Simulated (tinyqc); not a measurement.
Threshold-voltage variability of a planar MOSFET, analytic estimates: one step of the calculation.

Three independent sources add in quadrature: random dopants in the depleted layer, metal-gate grains of two orientations, and roughness of the two gate edges acting through the roll-off VT = VT(long) - Vr exp(-L/l). These are first-order estimates: no three-dimensional electrostatics, no percolation.

Task. Random dopants. ni = sqrt(Nc Nv) exp(-Eg/(2 Vt)), Eg in volts; Cox = 3.9 eps0/ti; Wd = sqrt(4 eps0 eps_r Vt ln(Na/ni)/(q Na)); dopants: s1 = (q/Cox) sqrt(Na Wd/(3 L W)). The slope A1 = s1 sqrt(L W); mean number of dopants Na L W Wd.

Inputs (values chosen for the exercise); material values close to those of silicon: temperature T = 300 K; band gap Eg = 1.1 eV; relative permittivity of the semiconductor eps_r = 11.8; conduction-band density of states at T Nc = 2.82e19 cm^-3; valence-band density of states at T Nv = 2.61e19 cm^-3; channel doping Na = 2.1e18 cm^-3; oxide-equivalent thickness in inversion ti = 2.1 nm; gate length L = 20 nm; gate width W = 58 nm.

Constants: q = 1.602176634e-19 C, kB = 1.380649e-23 J/K, Vt = kB T/q, eps0 = 8.8541878128e-14 F/cm where lengths are in cm. Results are converted to the units shown.

Find: Cox; Wd; mean number of dopants; A1; s1.

Result.

Cox = 1.644 uF/cm^2
Wd = 24.52 nm
mean number of dopants = 59.72
A1 = 1.276 mV um
s1 = 37.48 mV

Counting alone, 1/sqrt(N) of the depletion voltage q Na Wd/Cox = 502 mV, would give sqrt(3) times more: dopants deep in the layer act less on the surface.

Computed by the program tinyqc: `OMP_NUM_THREADS=1 python tinyqc.py 2090131 2090132 out.jsonl`, one thread of a shared Intel Xeon 2.30GHz, about 0.01 s for the whole run.
